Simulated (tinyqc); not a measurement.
Inside a calculation (part 1 of 2). Method: RKS/LDA (VWN5) in the sto-6g basis, for BeH2, spin multiplicity 1. Computed by tinyqc, a small Python program that keeps every step (integrals from PySCF). Settings: charge = 0, multiplicity = 1, basis = sto-6g, energy threshold = 1e-10, iteration cap = 56, orthogonalisation = symmetric, start = core, DIIS depth = 0, damping = 0.3, method = RKS, functional = lda,vwn, grid = [10, 50]. Command: `OMP_NUM_THREADS=1 python tinyqc.py 25661 25662 out.jsonl` (the two numbers bound the seeds that draw the settings). One thread of a shared host (Intel(R) Xeon(R) Processor @ 2.60GHz), about 0.8 s of CPU time with the checks. Later iterations appear only in the table of the cycle.

## One-electron integrals

Geometry (angstrom):
```
atom       x        y       z
Be    0.0000   0.0000  0.0000
H     0.0000   1.7310  0.0000
H     0.0000  -1.6920  0.0000
```

Basis sto-6g: exponents (1/bohr^2) and contraction coefficients of normalised primitives:
```
element  l (shell)  exponent  coefficient
Be           s (1)  312.8705       0.0092
Be           s (1)   57.3645       0.0494
Be           s (1)   16.0485       0.1685
Be           s (1)    5.5131       0.3706
Be           s (1)    2.1409       0.4165
Be           s (1)    0.8817       0.1303
Be           s (2)   13.6332      -0.0133
Be           s (2)    2.6984      -0.0470
Be           s (2)    0.8387      -0.0338
Be           s (2)    0.3227       0.2502
Be           s (2)    0.1401       0.5951
Be           s (2)    0.0642       0.2407
Be           p (3)   13.6332       0.0038
Be           p (3)    2.6984       0.0377
Be           p (3)    0.8387       0.1739
Be           p (3)    0.3227       0.4180
Be           p (3)    0.1401       0.4259
Be           p (3)    0.0642       0.1017
H            s (1)   35.5232       0.0092
H            s (1)    6.5131       0.0494
H            s (1)    1.8221       0.1685
H            s (1)    0.6260       0.3706
H            s (1)    0.2431       0.4165
H            s (1)    0.1001       0.1303
```

Overlap, kinetic and nuclear-attraction integrals over the contracted functions; the nuclear repulsion is the sum of Za Zb / Rab.

nuclear repulsion = 2.628429 hartree

overlap S, lower triangle:
```
         1Be 1s  1Be 2s  1Be 2px  1Be 2py  1Be 2pz   2H 1s   3H 1s
1Be 1s   1.0000
1Be 2s   0.2548  1.0000
1Be 2px  0.0000  0.0000   1.0000
1Be 2py  0.0000  0.0000   0.0000   1.0000
1Be 2pz  0.0000  0.0000   0.0000   0.0000   1.0000
2H 1s    0.0300  0.3153   0.0000   0.3990   0.0000  1.0000
3H 1s    0.0328  0.3285   0.0000  -0.4122   0.0000  0.0100  1.0000
```

kinetic energy T (hartree), lower triangle:
```
          1Be 1s  1Be 2s  1Be 2px  1Be 2py  1Be 2pz    2H 1s   3H 1s
1Be 1s    6.7688
1Be 2s   -0.2074  0.2201
1Be 2px   0.0000  0.0000   0.6613
1Be 2py   0.0000  0.0000   0.0000   0.6613
1Be 2pz   0.0000  0.0000   0.0000   0.0000   0.6613
2H 1s    -0.0101  0.0229   0.0000   0.0883   0.0000   0.7685
3H 1s    -0.0106  0.0263   0.0000  -0.0966   0.0000  -0.0031  0.7685
```

nuclear attraction V (hartree), lower triangle:
```
           1Be 1s   1Be 2s  1Be 2px  1Be 2py  1Be 2pz    2H 1s    3H 1s
1Be 1s   -15.3332
1Be 2s    -1.8083  -2.9049
1Be 2px    0.0000   0.0000  -2.8531
1Be 2py    0.0005   0.0037   0.0000  -3.0081
1Be 2pz    0.0000   0.0000   0.0000   0.0000  -2.8531
2H 1s     -0.2298  -0.8067   0.0000  -0.9981   0.0000  -2.6151
3H 1s     -0.2515  -0.8505   0.0000   1.0443   0.0000  -0.0289  -2.6429
```

core Hamiltonian H = T + V (hartree), lower triangle:
```
          1Be 1s   1Be 2s  1Be 2px  1Be 2py  1Be 2pz    2H 1s    3H 1s
1Be 1s   -8.5645
1Be 2s   -2.0157  -2.6847
1Be 2px   0.0000   0.0000  -2.1918
1Be 2py   0.0005   0.0037   0.0000  -2.3468
1Be 2pz   0.0000   0.0000   0.0000   0.0000  -2.1918
2H 1s    -0.2398  -0.7838   0.0000  -0.9098   0.0000  -1.8466
3H 1s    -0.2621  -0.8241   0.0000   0.9477   0.0000  -0.0320  -1.8744
```

## Two-electron integrals

Functions are numbered as in S; the eight-fold symmetry (ij|kl) = (ji|kl) = (kl|ij) leaves the list below.

Two-electron integrals (ij|kl) in chemists' order, unique and non-zero (hartree):
```
(11|11) 2.3000     (21|11) 0.3619     (21|21) 0.0719     (22|11) 0.5703
(22|21) 0.1397     (22|22) 0.4178     (31|31) 0.0153     (32|31) 0.0226
(32|32) 0.0923     (33|11) 0.5703     (33|21) 0.1397     (33|22) 0.4178
(33|33) 0.4501     (41|41) 0.0153     (42|41) 0.0226     (42|42) 0.0923
(43|43) 0.0243     (44|11) 0.5703     (44|21) 0.1397     (44|22) 0.4178
(44|33) 0.4016     (44|44) 0.4501     (51|51) 0.0153     (52|51) 0.0226
(52|52) 0.0923     (53|53) 0.0243     (54|54) 0.0243     (55|11) 0.5703
(55|21) 0.1397     (55|22) 0.4178     (55|33) 0.4016     (55|44) 0.4016
(55|55) 0.4501     (61|11) 0.0434     (61|21) 0.0084     (61|22) 0.0163
(61|33) 0.0162     (61|41) 0.0008     (61|42) 0.0017     (61|44) 0.0166
(61|55) 0.0162     (61|61) 0.0010     (62|11) 0.1327     (62|21) 0.0332
(62|22) 0.1117     (62|33) 0.1072     (62|41) 0.0045     (62|42) 0.0292
(62|44) 0.1207     (62|55) 0.1072     (62|61) 0.0043     (62|62) 0.0492
(63|31) 0.0028     (63|32) 0.0136     (63|43) 0.0047     (63|63) 0.0039
(64|11) 0.1530     (64|21) 0.0386     (64|22) 0.1354     (64|33) 0.1276
(64|41) 0.0072     (64|42) 0.0452     (64|44) 0.1511     (64|55) 0.1276
(64|61) 0.0052     (64|62) 0.0672     (64|64) 0.0939     (65|51) 0.0028
(65|52) 0.0136     (65|54) 0.0047     (65|65) 0.0039     (66|11) 0.3051
(66|21) 0.0776     (66|22) 0.2928     (66|33) 0.2729     (66|41) 0.0111
(66|42) 0.0953     (66|44) 0.3326     (66|55) 0.2729     (66|61) 0.0103
(66|62) 0.1723     (66|64) 0.2480     (66|66) 0.7750     (71|11) 0.0474
(71|21) 0.0092     (71|22) 0.0178     (71|33) 0.0177     (71|41) -0.0009
(71|42) -0.0018    (71|44) 0.0181     (71|55) 0.0177     (71|61) 0.0010
(71|62) 0.0039     (71|64) 0.0044     (71|66) 0.0091     (71|71) 0.0012
(72|11) 0.1403     (72|21) 0.0351     (72|22) 0.1175     (72|33) 0.1128
(72|41) -0.0048    (72|42) -0.0306    (72|44) 0.1269     (72|55) 0.1128
(72|61) 0.0038     (72|62) 0.0242     (72|64) 0.0274     (72|66) 0.0614
(72|71) 0.0050     (72|72) 0.0537     (73|31) 0.0030     (73|32) 0.0146
(73|43) -0.0050    (73|63) 0.0014     (73|73) 0.0043     (74|11) -0.1603
(74|21) -0.0405    (74|22) -0.1413    (74|33) -0.1331    (74|41) 0.0077
(74|42) 0.0474     (74|44) -0.1578    (74|55) -0.1331    (74|61) -0.0042
(74|62) -0.0271    (74|64) -0.0300    (74|66) -0.0689    (74|71) -0.0060
(74|72) -0.0729    (74|74) 0.1012     (75|51) 0.0030     (75|52) 0.0146
(75|54) -0.0050    (75|65) 0.0014     (75|75) 0.0043     (76|11) 0.0053
(76|21) 0.0013     (76|22) 0.0040     (76|33) 0.0039     (76|41) 1.45e-06
(76|42) 1.17e-05   (76|44) 0.0041     (76|55) 0.0039     (76|61) 1.52e-04
(76|62) 0.0012     (76|64) 0.0015     (76|66) 0.0033     (76|71) 1.66e-04
(76|72) 0.0012     (76|74) -0.0015    (76|76) 3.93e-05   (77|11) 0.3121
(77|21) 0.0794     (77|22) 0.2981     (77|33) 0.2776     (77|41) -0.0116
(77|42) -0.0979    (77|44) 0.3392     (77|55) 0.2776     (77|61) 0.0085
(77|62) 0.0593     (77|64) 0.0671     (77|66) 0.1546     (77|71) 0.0116
(77|72) 0.1807     (77|74) -0.2586    (77|76) 0.0033     (77|77) 0.7750
```

## Orthogonalisation

S = U s U^T; symmetric (Loewdin) form X = U s^(-1/2) U^T, so that X^T S X = 1.

eigenvalues of S: 0.4204  0.5011  0.9646  1.0000  1.0000  1.5421  1.5719

X, lower triangle:
```
          1Be 1s   1Be 2s  1Be 2px  1Be 2py  1Be 2pz    2H 1s   3H 1s
1Be 1s    1.0272
1Be 2s   -0.1446   1.1224
1Be 2px   0.0000   0.0000   1.0000
1Be 2py   0.0004  -0.0058   0.0000   1.1664
1Be 2pz   0.0000   0.0000   0.0000   0.0000   1.0000
2H 1s     0.0190  -0.1835   0.0000  -0.2566   0.0000   1.1243
3H 1s     0.0193  -0.1953   0.0000   0.2683   0.0000  -0.0428  1.1358
```

## Starting guess

The start is the orbitals of the core Hamiltonian; D = 2 C_occ C_occ^T.

D at the start, lower triangle:
```
          1Be 1s  1Be 2s  1Be 2px  1Be 2py  1Be 2pz    2H 1s   3H 1s
1Be 1s    2.1411
1Be 2s   -0.5508  2.1212
1Be 2px   0.0000  0.0000   0.0000
1Be 2py  -0.0015  0.0088   0.0000   2.1598
1Be 2pz   0.0000  0.0000   0.0000   0.0000   0.0000
2H 1s     0.0122  0.0057   0.0000  -0.1119   0.0000   0.0059
3H 1s     0.0095  0.0200   0.0000   0.0979   0.0000  -0.0049  0.0047
```

## Iteration 1: exchange-correlation on the grid

Becke grid with 10 radial and 50 angular points per atom, points of zero weight dropped. rho = sum D_ij phi_i phi_j; V_xc,ij = sum w v_xc phi_i phi_j; v_xc is d(rho eps)/d rho.

The 8 grid points with the largest w rho, of 1490 (bohr, atomic units):
```
x              y        z       w     rho   eps_xc     v_xc
-0.5585   1.6754   0.5585  0.7585  0.0737  -0.3608  -0.4713
0.5585    1.6754   0.5585  0.7585  0.0737  -0.3608  -0.4713
-0.5585   1.6754  -0.5585  0.7585  0.0737  -0.3608  -0.4713
0.5585    1.6754  -0.5585  0.7585  0.0737  -0.3608  -0.4713
0.5585   -1.6754  -0.5585  0.7403  0.0736  -0.3606  -0.4710
-0.5585  -1.6754  -0.5585  0.7403  0.0736  -0.3606  -0.4710
0.5585   -1.6754   0.5585  0.7403  0.0736  -0.3606  -0.4710
-0.5585  -1.6754   0.5585  0.7403  0.0736  -0.3606  -0.4710
```

electrons on the grid, sum of w rho = 6.0111

E_xc = sum of w rho eps_xc = -3.388444 hartree

V_xc (hartree), lower triangle:
```
          1Be 1s   1Be 2s  1Be 2px  1Be 2py  1Be 2pz    2H 1s    3H 1s
1Be 1s   -1.4354
1Be 2s   -0.2011  -0.3627
1Be 2px   0.0000   0.0000  -0.3416
1Be 2py   0.0000   0.0001   0.0000  -0.4031
1Be 2pz   0.0000   0.0000   0.0000   0.0000  -0.3416
2H 1s    -0.0252  -0.0949   0.0000  -0.1154   0.0000  -0.2173
3H 1s    -0.0275  -0.1012   0.0000   0.1227   0.0000  -0.0036  -0.2308
```

## Iteration 1: building the Kohn-Sham matrix

J_ij = sum D_kl (ij|kl); F = H + J + V_xc; E = tr D H + tr D J / 2 + E_xc + E_nn.

Coulomb J (hartree), lower triangle:
```
         1Be 1s   1Be 2s  1Be 2px  1Be 2py  1Be 2pz   2H 1s   3H 1s
1Be 1s   6.9140
1Be 2s   1.2798   2.8076
1Be 2px  0.0000   0.0000   2.7756
1Be 2py  0.0001  -0.0001   0.0000   2.8716
1Be 2pz  0.0000   0.0000   0.0000   0.0000   2.7756
2H 1s    0.1525   0.7284   0.0000   0.8762   0.0000  1.8499
3H 1s    0.1667   0.7682   0.0000  -0.9170   0.0000  0.0268  1.8912
```

Kohn-Sham matrix F (hartree), lower triangle:
```
          1Be 1s   1Be 2s  1Be 2px  1Be 2py  1Be 2pz    2H 1s    3H 1s
1Be 1s   -3.0858
1Be 2s   -0.9370  -0.2398
1Be 2px   0.0000   0.0000   0.2421
1Be 2py   0.0006   0.0037   0.0000   0.1217
1Be 2pz   0.0000   0.0000   0.0000   0.0000   0.2421
2H 1s    -0.1125  -0.1502   0.0000  -0.1489   0.0000  -0.2140
3H 1s    -0.1229  -0.1571   0.0000   0.1534   0.0000  -0.0088  -0.2140
```

total energy of this density = -14.702520 hartree

This density is the starting one.

## Iteration 1: diagonalisation and new density

Diagonalise F' = X^T F X, C = X C', fill 3 alpha and 3 beta electrons from the bottom; D = 2 C_occ C_occ^T; the new density keeps 0.3 of the old one (damping). Each column has its largest component positive (the first on a tie).

F' = X^T F X (hartree), lower triangle:
```
         1        2       3        4       5        6        7
1  -2.9904
2  -0.5695   0.0393
3   0.0000   0.0000  0.2421
4   0.0008  -0.0017  0.0000   0.3224
5   0.0000   0.0000  0.0000   0.0000  0.2421
6   0.0078  -0.1162  0.0000  -0.1977  0.0000  -0.1202
7   0.0055  -0.1230  0.0000   0.2057  0.0000  -0.0365  -0.1116
```

orbital energies (hartree): MO1 -3.0940, MO2 -0.2284, MO3 -0.2273, MO4 0.2188, MO5 0.2421, MO6 0.2421, MO7 0.4705

coefficients C:
```
             MO1      MO2      MO3      MO4      MO5     MO6      MO7
1Be 1s    0.9848  -0.1156  -0.0137  -0.3054   0.0000  0.0000   0.0070
1Be 2s    0.0570   0.2200   0.0284   1.1396   0.0000  0.0000  -0.0357
1Be 2px   0.0000   0.0000   0.0000   0.0000   0.9998  0.0213   0.0000
1Be 2py  -0.0005  -0.0333   0.2051   0.0227   0.0000  0.0000   1.2061
1Be 2pz   0.0000   0.0000   0.0000   0.0000  -0.0213  0.9998   0.0000
2H 1s    -0.0094   0.5295   0.7016  -0.4932   0.0000  0.0000  -0.5915
3H 1s    -0.0098   0.7010  -0.5168  -0.4859   0.0000  0.0000   0.6385
```

D after iteration 1, lower triangle:
```
          1Be 1s  1Be 2s  1Be 2px  1Be 2py  1Be 2pz   2H 1s   3H 1s
1Be 1s    2.0191
1Be 2s   -0.1228  0.7098
1Be 2px   0.0000  0.0000   0.0000
1Be 2py   0.0003  0.0005   0.0000   0.7084
1Be 2pz   0.0000  0.0000   0.0000   0.0000   0.0000
2H 1s    -0.1084  0.1919   0.0000   0.1432   0.0000  1.0835
3H 1s    -0.1142  0.2006   0.0000  -0.1517   0.0000  0.0106  1.0634
```

Within a degenerate level the vectors are fixed only up to a rotation; this is one choice.

## Iteration 2: exchange-correlation on the grid

As before.

The 8 grid points with the largest w rho, of 1490 (bohr, atomic units):
```
x              y        z       w     rho   eps_xc     v_xc
0.5585   -1.6754  -0.5585  0.7403  0.0426  -0.3052  -0.3982
-0.5585  -1.6754  -0.5585  0.7403  0.0426  -0.3052  -0.3982
0.5585   -1.6754   0.5585  0.7403  0.0426  -0.3052  -0.3982
-0.5585  -1.6754   0.5585  0.7403  0.0426  -0.3052  -0.3982
-0.5585   1.6754   0.5585  0.7585  0.0404  -0.3002  -0.3917
0.5585    1.6754   0.5585  0.7585  0.0404  -0.3002  -0.3917
-0.5585   1.6754  -0.5585  0.7585  0.0404  -0.3002  -0.3917
0.5585    1.6754  -0.5585  0.7585  0.0404  -0.3002  -0.3917
```

electrons on the grid, sum of w rho = 5.9868

E_xc = sum of w rho eps_xc = -3.337683 hartree

V_xc (hartree), lower triangle:
```
          1Be 1s   1Be 2s  1Be 2px  1Be 2py  1Be 2pz    2H 1s    3H 1s
1Be 1s   -1.4093
1Be 2s   -0.1870  -0.3026
1Be 2px   0.0000   0.0000  -0.2737
1Be 2py   0.0001   0.0013   0.0000  -0.3589
1Be 2pz   0.0000   0.0000   0.0000   0.0000  -0.2737
2H 1s    -0.0235  -0.1090   0.0000  -0.1470   0.0000  -0.4417
3H 1s    -0.0257  -0.1148   0.0000   0.1538   0.0000  -0.0034  -0.4420
```

## Iteration 2: building the Kohn-Sham matrix

As before.

Coulomb J (hartree), lower triangle:
```
          1Be 1s   1Be 2s  1Be 2px  1Be 2py  1Be 2pz   2H 1s   3H 1s
1Be 1s    6.2059
1Be 2s    1.1259   2.5081
1Be 2px   0.0000   0.0000   2.4450
1Be 2py  -0.0007  -0.0032   0.0000   2.6344
1Be 2pz   0.0000   0.0000   0.0000   0.0000   2.4450
2H 1s     0.1346   0.7287   0.0000   0.9133   0.0000  2.2231
3H 1s     0.1473   0.7656   0.0000  -0.9521   0.0000  0.0250  2.2426
```

Kohn-Sham matrix F (hartree), lower triangle:
```
          1Be 1s   1Be 2s  1Be 2px  1Be 2py  1Be 2pz    2H 1s    3H 1s
1Be 1s   -3.7679
1Be 2s   -1.0769  -0.4792
1Be 2px   0.0000   0.0000  -0.0205
1Be 2py  -0.0001   0.0018   0.0000  -0.0713
1Be 2pz   0.0000   0.0000   0.0000   0.0000  -0.0205
2H 1s    -0.1287  -0.1641   0.0000  -0.1435   0.0000  -0.0651
3H 1s    -0.1405  -0.1733   0.0000   0.1494   0.0000  -0.0104  -0.0739
```

total energy of this density = -15.252789 hartree

This density is a damped mixture and is not idempotent.

## Iteration 2: diagonalisation and new density

As before.

F' = X^T F X (hartree), lower triangle:
```
         1        2        3        4        5        6       7
1  -3.6746
2  -0.5894  -0.2099
3   0.0000   0.0000  -0.0205
4   0.0001  -0.0027   0.0000   0.0742
5   0.0000   0.0000   0.0000   0.0000  -0.0205
6   0.0024  -0.1158   0.0000  -0.1767   0.0000   0.0498
7  -0.0007  -0.1236   0.0000   0.1843   0.0000  -0.0387  0.0512
```

orbital energies (hartree): MO1 -3.7723, MO2 -0.2288, MO3 -0.1735, MO4 -0.0205, MO5 -0.0205, MO6 0.1280, MO7 0.3373

coefficients C:
```
             MO1      MO2      MO3      MO4     MO5      MO6      MO7
1Be 1s    0.9899  -0.2431  -0.0148   0.0000  0.0000  -0.1937   0.0070
1Be 2s    0.0391   0.7739   0.0525   0.0000  0.0000   0.8647  -0.0405
1Be 2px   0.0000   0.0000   0.0000   1.0000  0.0004   0.0000   0.0000
1Be 2py  -0.0002  -0.0300   0.5775   0.0000  0.0000   0.0207   1.0787
1Be 2pz   0.0000   0.0000   0.0000  -0.0004  1.0000   0.0000   0.0000
2H 1s    -0.0066   0.2594   0.4019   0.0000  0.0000  -0.7598  -0.7481
3H 1s    -0.0068   0.3056  -0.3755   0.0000  0.0000  -0.7187   0.8071
```

D after iteration 2, lower triangle:
```
          1Be 1s  1Be 2s  1Be 2px  1Be 2py  1Be 2pz    2H 1s   3H 1s
1Be 1s    2.0606
1Be 2s   -0.2472  1.0574
1Be 2px   0.0000  0.0000   0.0000
1Be 2py  -0.0019  0.0101   0.0000   0.6807
1Be 2pz   0.0000  0.0000   0.0000   0.0000   0.0000
2H 1s    -0.1383  0.3678   0.0000   0.3570   0.0000   0.6455
3H 1s    -0.1399  0.3634   0.0000  -0.3619   0.0000  -0.0971  0.6473
```

Within a degenerate level the vectors are fixed only up to a rotation; this is one choice.

## Iteration 22 (converged): orbitals

converged F (hartree), lower triangle:
```
          1Be 1s   1Be 2s  1Be 2px  1Be 2py  1Be 2pz    2H 1s    3H 1s
1Be 1s   -3.6895
1Be 2s   -1.0613  -0.4540
1Be 2px   0.0000   0.0000   0.0082
1Be 2py   0.0000   0.0020   0.0000  -0.0532
1Be 2pz   0.0000   0.0000   0.0000   0.0000   0.0082
2H 1s    -0.1269  -0.1666   0.0000  -0.1507   0.0000  -0.1160
3H 1s    -0.1385  -0.1753   0.0000   0.1562   0.0000  -0.0103  -0.1205
```

Diagonalise F' = X^T F X, C = X C', fill 3 alpha and 3 beta electrons from the bottom; D = 2 C_occ C_occ^T. Each column has its largest component positive (the first on a tie).

F' = X^T F X (hartree), lower triangle:
```
         1        2       3        4       5        6        7
1  -3.5958
2  -0.5875  -0.1829
3   0.0000   0.0000  0.0082
4   0.0002  -0.0026  0.0000   0.1008
5   0.0000   0.0000  0.0000   0.0000  0.0082
6   0.0030  -0.1139  0.0000  -0.1777  0.0000  -0.0072
7   0.0000  -0.1216  0.0000   0.1855  0.0000  -0.0376  -0.0016
```

orbital energies (hartree): MO1 -3.6943, MO2 -0.2294, MO3 -0.1918, MO4 0.0082, MO5 0.0082, MO6 0.1025, MO7 0.3263

coefficients C:
```
             MO1      MO2      MO3     MO4      MO5      MO6      MO7
1Be 1s    0.9893  -0.2209  -0.0146  0.0000   0.0000  -0.2212   0.0079
1Be 2s    0.0411   0.6709   0.0486  0.0000   0.0000   0.9468  -0.0439
1Be 2px   0.0000   0.0000   0.0000  0.0822   0.9966   0.0000   0.0000
1Be 2py  -0.0002  -0.0330   0.4890  0.0000   0.0000   0.0306   1.1212
1Be 2pz   0.0000   0.0000   0.0000  0.9966  -0.0822   0.0000   0.0000
2H 1s    -0.0070   0.3342   0.4760  0.0000   0.0000  -0.7218  -0.7116
3H 1s    -0.0072   0.3933  -0.4229  0.0000   0.0000  -0.6828   0.7762
```

D after iteration 22, lower triangle:
```
          1Be 1s  1Be 2s  1Be 2px  1Be 2py  1Be 2pz    2H 1s   3H 1s
1Be 1s    2.0555
1Be 2s   -0.2165  0.9082
1Be 2px   0.0000  0.0000   0.0000
1Be 2py   0.0000  0.0032   0.0000   0.4804
1Be 2pz   0.0000  0.0000   0.0000   0.0000   0.0000
2H 1s    -0.1753  0.4941   0.0000   0.4434   0.0000   0.6766
3H 1s    -0.1757  0.4861   0.0000  -0.4396   0.0000  -0.1395  0.6672
```

Within a degenerate level the vectors are fixed only up to a rotation; this is one choice.

## Convergence

Stop when the energy changes by less than 1e-10 hartree and every element of the error matrix X^T (F D S - S D F) X is below 3e-06.

Course of the cycle:
```
iteration  E (hartree)     change  largest element of the error matrix
1           -14.702520          -                             4.99e-01
2           -15.252789  -5.50e-01                             1.05e-01
3           -15.436872  -1.84e-01                             6.34e-02
4           -15.499259  -6.24e-02                             2.93e-02
5           -15.519827  -2.06e-02                             1.62e-02
6           -15.526482  -6.66e-03                             7.87e-03
7           -15.528607  -2.12e-03                             4.30e-03
8           -15.529278  -6.71e-04                             2.15e-03
9           -15.529489  -2.10e-04                             1.17e-03
10          -15.529554  -6.56e-05                             6.05e-04
11          -15.529574  -2.03e-05                             3.22e-04
12          -15.529581  -6.28e-06                             1.68e-04
13          -15.529583  -1.93e-06                             8.89e-05
14          -15.529583  -5.93e-07                             4.67e-05
15          -15.529583  -1.81e-07                             2.46e-05
16          -15.529584  -5.54e-08                             1.29e-05
17          -15.529584  -1.69e-08                             6.80e-06
18          -15.529584  -5.14e-09                             3.58e-06
19          -15.529584  -1.56e-09                             1.88e-06
20          -15.529584  -4.74e-10                             9.89e-07
21          -15.529584  -1.44e-10                             5.20e-07
22          -15.529584  -4.36e-11                             2.73e-07
```

PySCF RKS in the same basis, fine grid = -15.536740 hartree

Converged in 22 iterations. The coarse grid moves the energy by +7.16e-03 hartree.
